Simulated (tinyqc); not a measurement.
Inside a calculation. Model: Raman shift of the zone-centre optical phonon of a diamond-structure crystal under stress. Computed by tinyqc, a small Python program that keeps every step. Command: `OMP_NUM_THREADS=1 python tinyqc.py 3001167 3001168 out.jsonl ramanstress walk`. One thread of a shared host (Intel(R) Xeon(R) Processor @ 2.30GHz), about 0.01 s of CPU time with the checks. Intermediate numbers are printed to about 7 digits and carried at full precision; extremes and crossings named in words are read from the listed rows.

Axes x, y, z are the cube axes. Strain shifts the threefold optical mode and can split it; p, q and r are the phonon deformation potentials.

Inputs (values chosen for the exercise, for a model crystal):
```
quantity,value,unit
unstrained frequency omega_0,483,1/cm
p/omega_0^2,-2.36,-
q/omega_0^2,-1.79,-
r/omega_0^2,-1.34,-
C11,378,GPa
C12,93.4,GPa
C44,184,GPa
stress sigma (tension positive),-2.5,GPa
polarisation angle phi,60,degree
temperature coefficient d omega/dT,-0.029,1/(cm K)
local temperature T,400,K
laser wavelength,632.8,nm
```

Stress state: uniaxial. Axis: [210].

Constants: h = 6.62607015e-34 J s; c = 299792458 m/s; k_B = 1.380649e-23 J/K.

## Compliances

S11 = (C11 + C12)/D, S12 = -C12/D, D = (C11 - C12)(C11 + 2 C12), S44 = 1/C44.

S11 = 2.932648 1/TPa

S12 = -0.5810551 1/TPa

S44 = 5.434783 1/TPa

## Stress and strain tensors

Uniaxial stress along the unit vector n of the axis: sigma_ij = sigma n_i n_j. eps_xx = S11 sigma_xx + S12 (sigma_yy + sigma_zz), and cyclic; eps_xy = S44 sigma_xy/2 (tensor strain).

stress (GPa):
```
,x,y,z
x,-2.0,-1.0,0.0
y,-1.0,-0.5,0.0
z,0.0,0.0,0.0
```

strain (per mille):
```
,x,y,z
x,-5.574769,-2.717391,0.000000
y,-2.717391,-0.304214,0.000000
z,0.000000,0.000000,1.452638
```

volume strain = -4.426346 per mille

## Secular matrix and shifts

Secular matrix: M_xx = p eps_xx + q (eps_yy + eps_zz), M_xy = 2 r eps_xy; its eigenvalues are omega^2 - omega_0^2, and the shifts are these over 2 omega_0.

M/(2 omega_0) (1/cm):
```
,x,y,z
x,2.680838,1.758750,0.000000
y,1.758750,1.955319,0.000000
z,0.000000,0.000000,1.713480
```

shifts, in rising order (1/cm): [0.522307, 1.713480, 4.113850]

All three modes are split. Compression hardens every mode.

## Mean shift and Grueneisen parameter

gamma = -(p + 2q)/(6 omega_0^2); the mean of the three shifts is -gamma omega_0 x (volume strain).

mode Grueneisen parameter gamma = 0.99

mean shift = 2.116546 1/cm

## The line seen from a (001) surface

Backscattering from a (001) surface: incident polarisation (cos phi, sin phi, 0). With Raman tensors (R_z)_xy = (R_z)_yx = 1 and cyclic, only the z component u_z of a mode counts: I = u_z^2 sin^2(2 phi) for parallel and u_z^2 cos^2(2 phi) for crossed polarisers. An unresolved line sits at the intensity-weighted shift, which is M_zz/(2 omega_0).

total intensity, parallel = 0.75

total intensity, crossed = 0.25

shift of the observed line = 1.713480 1/cm

shift per stress = -0.6853920 1/(cm GPa)

stress per shift = -1459.019 MPa cm

The z-polarised mode is an eigenmode here, so one line is seen.

## The same stress in different states

Uniaxial: sigma n n^T; biaxial: sigma (1 - n n^T); hydrostatic: sigma 1. The line seen from (001) is taken as unresolved, at the intensity-weighted shift M_zz/(2 omega_0).

Shifts (1/cm):
```
state,lowest,middle,highest,line seen from (001)
uniaxial [100],1.713480,1.713480,2.922677,1.713480
uniaxial [110],0.119641,1.713480,4.516516,1.713480
uniaxial [001],1.713480,1.713480,2.922677,2.922677
uniaxial [111],0.650921,0.650921,5.047796,2.116546
"biaxial, normal [001]",3.426960,4.636157,4.636157,3.426960
"biaxial, normal [111]",1.301841,5.698716,5.698716,4.233091
hydrostatic,6.349637,6.349637,6.349637,6.349637
```

Seen from (001), uniaxial stress along [100] and along [110] give the same shift (1.713), and equal biaxial stress in the plane gives twice as much (3.427), since only sigma_xx + sigma_yy and sigma_zz enter M_zz. Stress along [001] gives 2.923. One measured shift therefore fixes the stress only once its state is assumed: read as uniaxial in the plane, a shift implies twice the stress that it does read as biaxial. In the two [111] rows the modes seen are split by 4.4 per cm, more than a line width, so two lines appear there in place of one.

## Heating mistaken for stress

A temperature above 300 K shifts the line by (d omega/dT)(T - 300 K); divided by the shift per stress it poses as a stress; the total shift adds it to the shift of the observed line. The anti-Stokes to Stokes ratio is [(omega_L + omega_0)/(omega_L - omega_0)]^3 exp(-h c omega_0/(k_B T)) in photon counts, omega_L = 1/wavelength, resonance effects left out.

thermal shift = -2.9 1/cm

apparent stress from heating = 4.231155 GPa

total shift = -1.186520 1/cm

anti-Stokes/Stokes ratio = 0.2114259

Heating poses as tension, 169 % of the true stress in size; the intensity ratio gives T apart from the shift.

Checks made by the program: mean of the eigenvalues against the trace rule (relative difference below 1e-10); weighted mean of the modes against M_zz (relative difference below 1e-10).
